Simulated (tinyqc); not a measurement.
Sp3 tight binding, zinc-blende lattice, step by step. Computed by tinyqc, a small Python program that keeps every step. Command: `OMP_NUM_THREADS=1 python tinyqc.py 31361 31362 out.jsonl` (the two numbers bound the seeds that draw the settings). One thread of a shared host (Intel(R) Xeon(R) Processor @ 2.60GHz), about 0.01 s of CPU time with the checks.

## Bloch Hamiltonian at k

Parameters chosen for this model: zinc-blende lattice, anion at 0, cation at a/4 (1,1,1); V = eta hbar^2 / (m d^2), hbar^2/m = 7.619964 eV angstrom^2:

| parameter | value | unit |
|---|---|---|
| a | 3.900000 | angstrom |
| d | 1.688750 | angstrom |
| Es anion | -15.660000 | eV |
| Ep anion | -6.690000 | eV |
| Es cation | -13.480000 | eV |
| Ep cation | -5.550000 | eV |
| eta ss | -1.400000 |  |
| eta sp | 1.840000 |  |
| eta pp sigma | 3.240000 |  |
| eta pp pi | -0.810000 |  |
| V ss | -3.740679 | eV |
| V sp | 4.916321 | eV |
| V pp sigma | 8.657001 | eV |
| V pp pi | -2.164250 | eV |

k point k (2 pi / a): -0.520000  -0.540000  -0.140000

Slater-Koster rules over the four bonds with direction cosines (l, m, n): ss V_ss; s-px l V_sp; px-s -l V_sp; px-px l^2 V_pps + (1 - l^2) V_ppp; px-py l m (V_pps - V_ppp); each times exp(i k.d).

H(k) at k (eV), lower triangle (Hermitian):
```
                      a s                 a px                 a py                 a pz
a s            -15.660000
a px             0.000000            -6.690000
a py             0.000000             0.000000            -6.690000
a pz             0.000000             0.000000             0.000000            -6.690000
c s   -6.610478+1.784788i   1.271775-5.341553i   1.193979-5.689594i   6.058803-1.121221i
c px  -1.271775+5.341553i   2.549756-0.688418i  -7.699515+1.424845i  -1.517306+7.230326i
c py  -1.193979+5.689594i  -7.699515+1.424845i   2.549756-0.688418i  -1.616169+6.788036i
c pz  -6.058803+1.121221i  -1.517306+7.230326i  -1.616169+6.788036i   2.549756-0.688418i

             c s       c px       c py       c pz
c s   -13.480000
c px    0.000000  -5.550000
c py    0.000000   0.000000  -5.550000
c pz    0.000000   0.000000   0.000000  -5.550000
```

## Levels at k

Diagonalise the Hermitian matrix.

eigenvalues (eV): -25.774502  -21.513546  -18.567651  -16.609860  -0.300855  4.040843  4.403366  8.462204

weights |c|^2 of the basis functions:
```
        band 1    band 2    band 3    band 4    band 5    band 6    band 7    band 8
a s   0.471927  0.130592  0.051748  0.000172  0.277273  0.045431  0.004110  0.018746
a px  0.039995  0.111794  0.086360  0.262783  0.020333  0.017003  0.309350  0.152381
a py  0.043131  0.106892  0.081625  0.264122  0.026972  0.196147  0.132892  0.148219
a pz  0.001742  0.159730  0.296736  0.000078  0.140253  0.213706  0.026599  0.161157
c s   0.324165  0.184625  0.078711  0.000232  0.333901  0.052251  0.004740  0.021376
c px  0.053658  0.071909  0.090415  0.235643  0.021003  0.019012  0.344812  0.163548
c py  0.057619  0.067405  0.083853  0.236856  0.027741  0.219321  0.148123  0.159082
c pz  0.007763  0.167054  0.230552  0.000113  0.152524  0.237129  0.029373  0.175492
```

## Bloch Hamiltonian at L

k point L (2 pi / a): 0.500000  0.500000  0.500000

As before.

H(k) at L (eV), lower triangle (Hermitian):
```
                      a s                 a px                 a py                 a pz
a s            -15.660000
a px             0.000000            -6.690000
a py             0.000000             0.000000            -6.690000
a pz             0.000000             0.000000             0.000000            -6.690000
c s   -5.290119-5.290119i   4.014160+4.014160i   4.014160+4.014160i   4.014160+4.014160i
c px  -4.014160-4.014160i   2.040475+2.040475i  -5.101186-5.101186i  -5.101186-5.101186i
c py  -4.014160-4.014160i  -5.101186-5.101186i   2.040475+2.040475i  -5.101186-5.101186i
c pz  -4.014160-4.014160i  -5.101186-5.101186i  -5.101186-5.101186i   2.040475+2.040475i

             c s       c px       c py       c pz
c s   -13.480000
c px    0.000000  -5.550000
c py    0.000000   0.000000  -5.550000
c pz    0.000000   0.000000   0.000000  -5.550000
```

## Levels at L

As before.

eigenvalues (eV): -25.330011  -23.469910  -16.235906  -16.235906  -1.171744  3.995906  3.995906  8.591665

## Bands along a path

The same steps at evenly spaced points between the labelled ones.

Bands along the path (eV):

| k | band 1 | band 2 | band 3 | band 4 | band 5 | band 6 | band 7 | band 8 |
|---|---|---|---|---|---|---|---|---|
| L | -25.330011 | -23.469910 | -16.235906 | -16.235906 | -1.171744 | 3.995906 | 3.995906 | 8.591665 |
| L-G 0.25 | -26.725072 | -21.374588 | -15.725775 | -15.725775 | -0.954977 | 3.485775 | 3.485775 | 7.674637 |
| L-G 0.50 | -28.232362 | -17.846893 | -14.365142 | -14.365142 | -0.446985 | 2.125142 | 2.125142 | 5.146239 |
| L-G 0.75 | -29.224055 | -14.006780 | -12.730131 | -12.730131 | 0.014308 | 0.490131 | 0.490131 | 1.836527 |
| G | -29.572366 | -11.919413 | -11.919413 | -11.919413 | -0.320587 | -0.320587 | -0.320587 | 0.432366 |
| G-X 0.25 | -29.102743 | -13.816889 | -13.816889 | -13.015290 | -0.094724 | 0.832757 | 1.576889 | 1.576889 |
| G-X 0.50 | -27.713234 | -17.123066 | -17.123066 | -15.711484 | 0.499435 | 1.545284 | 4.883066 | 4.883066 |
| G-X 0.75 | -25.483829 | -19.643787 | -19.643787 | -19.059740 | 1.228474 | 1.935095 | 7.403787 | 7.403787 |
| X | -23.033227 | -21.935478 | -20.559589 | -20.559589 | 1.765478 | 1.823227 | 8.319589 | 8.319589 |
| X-W 0.25 | -23.033227 | -21.935478 | -20.559589 | -20.559589 | 1.765478 | 1.823227 | 8.319589 | 8.319589 |
| X-W 0.50 | -23.033227 | -21.935478 | -20.559589 | -20.559589 | 1.765478 | 1.823227 | 8.319589 | 8.319589 |
| X-W 0.75 | -23.033227 | -21.935478 | -20.559589 | -20.559589 | 1.765478 | 1.823227 | 8.319589 | 8.319589 |
| W | -23.033227 | -21.935478 | -20.559589 | -20.559589 | 1.765478 | 1.823227 | 8.319589 | 8.319589 |

With 4 band(s) filled, the highest filled level on these points lies at G and the lowest empty one at L: a gap of 10.7477 eV, indirect.
